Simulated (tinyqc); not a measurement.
Capacitance measurement on a leaky thin oxide: effects of series resistance and leakage: one step of the calculation.

The device is a capacitance C in parallel with a leakage conductance G, in series with Rs and Ls. An impedance meter reports either a parallel pair (Cp, Gp) from Y = 1/Z = Gp + i w Cp or a series pair (Cs, Rm) from Z = Rm + 1/(i w Cs); w = 2 pi f, dissipation D = Gp/(w |Cp|).

Task. True capacitance and conductance. EOT = 3.9 tox/eox; CET = EOT + zc + zp; C = 3.9 eps0 A/CET; G = Jg A/Vs.

Values chosen for this exercise; values of the order met in thin-oxide MOS capacitors: relative permittivity of the gate insulator (close to silicon dioxide) eox = 3.9; insulator thickness tox = 1.5 nm; gate area A = 10000 um^2; oxide-equivalent thickness added by the accumulation layer zc = 0.46 nm; oxide-equivalent thickness added by gate depletion zp = 0 nm; gate leakage current density, not matched to the thickness Jg = 0.96 A/cm^2; voltage for an e-fold rise of the leakage Vs = 0.22 V.

Constants: eps0 = 8.8541878128e-14 F/cm where lengths are in cm. Results are converted to the units shown.

Find: EOT; CET; C; G.

Result.

EOT = 1.5000 nm
CET = 1.9600 nm
C = 176.18 pF
G = 436.36 uS

Computed by the program tinyqc: `OMP_NUM_THREADS=1 python tinyqc.py 2022030 2022031 out.jsonl`, one thread of a shared Intel Xeon 2.30GHz, about 0.01 s for the whole run.
